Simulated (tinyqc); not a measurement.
# Ground and coupling capacitance from two measurements

Inverse problem. A line has Cg to the planes and Cc to each of two neighbours. Find Cg, Cc, the load when both neighbours switch in antiphase, and the pulse on the line when it floats and both neighbours swing by Vx.

Parameters, values chosen for the exercise: swing Vx = 0.7 V.

capacitance with neighbours driven alike and with neighbours grounded (aF/um): [71, 221]

Solution. Driven alike, Cc carries no charge, which leaves Cg; grounded neighbours give Cg + 2 Cc, antiphase Cg + 4 Cc; a floating line divides the swing as 2 Cc/(Cg + 2 Cc).

Cg = 71.00 aF/um
Cc = 75.00 aF/um
load in antiphase = 371.0 aF/um
pulse = 0.4751 V

Computed by the program tinyqc: `OMP_NUM_THREADS=1 python tinyqc.py 2790137 2790138 out.jsonl`, one thread of a shared Intel Xeon 2.30GHz, about 0.5 s for the whole run.
